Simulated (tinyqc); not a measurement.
What each parameter does: defect-molecule model of a vacancy with Jahn-Teller distortion.

Four dangling hybrids a, b, c, d point into the vacancy: H_ii = E0, and -gm between any two. A tetragonal distortion Q pairs a with b and c with d: those two couplings become -gm - I Q and the other four -gm + I Q/2, at an elastic cost k Q^2/2. The a1 level holds two electrons; charge states 2+, + and 0 put n = 0, 1, 2 more into the lowest level of t2 origin. Energy from the 2+ state at Q = 0, with the Fermi level mu counted from Ev: W_n(Q) = n (et - 2 I Q) + k Q^2/2 + Uc n (n - 1)/2 - n mu. et = E0 + gm is the undistorted t2 level.

Parameters, chosen for this exercise (of the size used for the vacancy in silicon; the results hold for these values, not for the real material):
- E0 = 0.08 eV (level of a dangling hybrid, from Ev)
- gm = 0.29 eV (coupling between two dangling hybrids)
- I = 1.21 eV/angstrom (Jahn-Teller coupling)
- k = 17.8 eV/angstrom^2 (force constant of the mode)
- Uc = 0.27 eV (repulsion of two electrons in one orbital)

E_JT = 2 I^2/k, E(2+/+) = et - E_JT, E(+/0) = et - 3 E_JT + Uc, U_eff = E(+/0) - E(2+/+); a1 level E0 - 3 gm.

One parameter was then changed.

Results before and after:

| case | (2+/+) (eV) | (+/0) (eV) | U_eff (eV) | a1 (eV) |
|---|---|---|---|---|
| base | 0.2055 | 0.1465 | -0.0590 | -0.7900 |
| changed | 0.2204 | 0.1913 | -0.0291 | -0.7900 |

Which of these changes was made? (a) gm = 0.33 eV; (b) I = 1.331 eV/angstrom; (c) E0 = 0.13 eV; (d) Uc = 0.33 eV; (e) k = 19.58 eV/angstrom^2.

Answer: (e) k = 19.58 eV/angstrom^2. Of the candidates, run in turn, only this one gives the changed row.

All candidates:

| case | (2+/+) (eV) | (+/0) (eV) | U_eff (eV) | a1 (eV) |
|---|---|---|---|---|
| base | 0.2055 | 0.1465 | -0.0590 | -0.7900 |
| E0 = 0.13 eV | 0.2555 | 0.1965 | -0.0590 | -0.7400 |
| gm = 0.33 eV | 0.2455 | 0.1865 | -0.0590 | -0.9100 |
| I = 1.331 eV/angstrom | 0.1709 | 0.0428 | -0.1281 | -0.7900 |
| k = 19.58 eV/angstrom^2 | 0.2204 | 0.1913 | -0.0291 | -0.7900 |
| Uc = 0.33 eV | 0.2055 | 0.2065 | 0.0010 | -0.7900 |

E0 and gm move both levels alike, so U_eff depends on I, k and Uc alone.

tinyqc: `OMP_NUM_THREADS=1 python tinyqc.py 1451399 1451400 out.jsonl`; about 0.01 s, one thread, shared Intel(R) Xeon(R) Processor @ 2.30GHz.
